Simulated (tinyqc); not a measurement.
Inside a calculation. Method: FCI on RHF in the sto-3g basis, for H3+, spin multiplicity 1. One step of it, computed by the program tinyqc.

Problem. Iteration 3 (converged): orbitals. Diagonalise F' = X^T F X, C = X C', fill 1 alpha and 1 beta electrons from the bottom; D = 2 C_occ C_occ^T. Each column has its largest component positive (the first on a tie).

converged F (hartree):
```
,1H 1s,2H 1s,3H 1s
1H 1s,-1.005433,-1.017800,-1.017624
2H 1s,-1.017800,-1.005433,-1.017624
3H 1s,-1.017624,-1.017624,-1.005260
```

X:
```
,1,2,3
1H 1s,1.194230,-0.689240,0.380819
2H 1s,-1.194230,-0.689240,0.380819
3H 1s,0.000000,1.378594,0.380787
```

Give: F' = X^T F X; orbital energies; coefficients C; D after iteration 3.

Solution.

F' = X^T F X (hartree):
```
,1,2,3
1,0.0353,0.0000,0.0000
2,0.0000,0.0349,0.0001
3,0.0000,0.0001,-1.3229
```

orbital energies (hartree): MO1 -1.3229, MO2 0.0349, MO3 0.0353

coefficients C:
```
,MO1,MO2,MO3
1H 1s,0.3808,-0.6892,1.1942
2H 1s,0.3808,-0.6892,-1.1942
3H 1s,0.3807,1.3786,0.0000
```

D after iteration 3:
```
,1H 1s,2H 1s,3H 1s
1H 1s,0.2901,0.2901,0.2900
2H 1s,0.2901,0.2901,0.2900
3H 1s,0.2900,0.2900,0.2899
```
